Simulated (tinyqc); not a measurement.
Wannier functions of a composite (isolated) pair of valence bands (bonds of an sp chain), step by step. Values are carried at full precision from step to step, so a last printed digit may differ when a step is redone from the rounded ones.

Each atom has a hybrid pointing left (<) and right (>). H(k): diagonal +V3 on A, -V3 on B; <A<|A>> = -V1a, <B<|B>> = -V1b, <A>|B<> = -V2, <B>|A<> = -V2p exp(ik); k in 1/a, Bloch sums with exp(ikR). The two lowest bands are filled. Trial functions in cell 0: g1 = cos(c) A> + sin(c) B<, and g2 = sin(c) B> + cos(c) A< of cell 1, whose Bloch vector has cos(c) exp(-ik) on A<. Projection A_mn = <psi_m|g_n>, S = A^+ A, Loewdin U = A S^(-1/2), Bloch-like states w_n = sum_m psi_m U_mn, H_W(k) = U^+ diag(E) U. P = sum_m |psi_m><psi_m| is free of phase choices, and S = g^+ P g, w = P g S^(-1/2).

Parameters, chosen for this exercise:
- V2 = 3.84 eV (coupling in the bond A-B inside the cell)
- V2p = 4.01 eV (coupling in the bond to the next cell)
- V1a = 0.69 eV (coupling of the two hybrids on A)
- V1b = 1.34 eV (the same on B)
- V3 = 0 eV (A at +V3, B at -V3)
- j = 5 (mesh point, k = 2 pi j/N)
- N = 6 (k points)
- c = 35 degrees (trial bonds cos(c) on A, sin(c) on B)
- xb = 0.56 a (position of B (A at 0))

## H at one mesh point

Fill in the matrix.

H(k) (eV):
```
,A<,A>,B<,B>
A<,0,-0.6900,0,-2.0050-3.4728i
A>,-0.6900,0,-3.8400,0
B<,0,-3.8400,0,-1.3400
B>,-2.0050+3.4728i,0,-1.3400,0
```

## Levels and the projector on the filled bands

Diagonalise; P = sum over the two lowest states of |psi><psi|.

levels (eV): -4.8610  -3.0771  3.0771  4.8610

P:
```
,A<,A>,B<,B>
A<,0.5000,0.0052-0.0753i,0,0.2358+0.4344i
A>,0.0052+0.0753i,0.5000,0.4941-0.0135i,0
B<,0,0.4941+0.0135i,0.5000,0.0647-0.0387i
B>,0.2358-0.4344i,0,0.0647+0.0387i,0.5000
```

The filled states put 2.000 electrons on A and 2.000 on B at this k.

## Loewdin orthogonalisation

The trial vectors are the columns g1 = (0, cos c, sin c, 0), g2 = (cos c exp(-ik), 0, 0, sin c), k = 2 pi j/N. Form S = g^+ P g, its eigenvalues, S^(-1/2), and w = P g S^(-1/2).

S:
```
,1,2
1,0.9643,-0.0207+0.0155i
2,-0.0207-0.0155i,0.9643
```

eigenvalues of S: 0.9384  0.9902

S^(-1/2):
```
,1,2
1,1.0186,0.0109-0.0082i
2,0.0109+0.0082i,1.0186
```

w:
```
,1,2
A<,0.0031-0.0534i,0.3459+0.6144i
A>,0.7050-0.0079i,-0.0447+0.0294i
B<,0.7050+0.0113i,0.0455-0.0282i
B>,0.0455+0.0282i,0.7050-0.0109i
```

The combinations of the trial bonds that diagonalise S lie 93.8 to 99.0 % inside the filled space; an eigenvalue near zero would mark a poor choice.

## The Hamiltonian in the new basis

H_W = w^+ H w; its eigenvalues must be the two filled levels.

H_W(k) (eV):
```
,1,2
1,-3.884,-0.840-0.288i
2,-0.840+0.288i,-4.054
```

eigenvalues (eV): -4.861  -3.077

## Hoppings between the Wannier functions

H_mn(R) = (1/N) sum_k exp(-ikR) H_W,mn(k), the coupling of function m in cell 0 to function n in cell R.

H(R) (eV):
```
R,11,12,21,22
-2,0.0005,-0.0015,-0.0002,0.0005
-1,0.0289,-0.3382,-0.0068,0.0289
0,-3.9124,-0.6683,-0.6683,-4.0824
1,0.0289,-0.0068,-0.3382,0.0289
2,0.0005,-0.0002,-0.0015,0.0005
3,0.0000,0.0000,0.0000,0.0000
```

The bond levels are -3.912 and -4.082 eV, against -sqrt(V2^2 + V3^2) = -3.840 and -4.010 for isolated bonds. Neighbouring bonds couple by -0.668 eV through B; the bond-orbital estimate is -V1b (1 + ap)/2 = -0.670 with the mean V2 in ap = V3/sqrt(V2^2 + V3^2).

## The functions in real space

w_n(R) = (1/N) sum_k exp(ikR) w_n(k); point-like hybrids at R (A) and R + xb (B) give centres and spreads.

Function 1:
```
R,A<,A>,B<,B>
-2,0.0000,0.0002,-0.0001,-0.0008
-1,0.0004,0.0057,-0.0051,-0.0308
0,0.0318,0.7038,0.7038,0.0600
1,-0.0595,-0.0032,0.0076,0.0009
2,-0.0017,-0.0001,0.0003,0.0000
3,-0.0001,0.0000,0.0000,0.0000
```

centres (a): 1 0.2826, 2 0.7774

spreads (a^2): 1 0.0805, 2 0.0511

Function 1 has 99.1 % of its weight on the two hybrids of its bond. Its centre lies +0.0026 a from the middle of the bond.

## Checks

- Eigenvalues of H_W against the filled levels: they agree to 1e-10 or better.
- W^+ w against the unit matrix: they agree to 1e-10 or better.

Run: tinyqc, `OMP_NUM_THREADS=1 python tinyqc.py 1450708 1450709 out.jsonl`; Intel(R) Xeon(R) Processor @ 2.30GHz, one thread, shared host; about 0.3 s of CPU time with all checks.
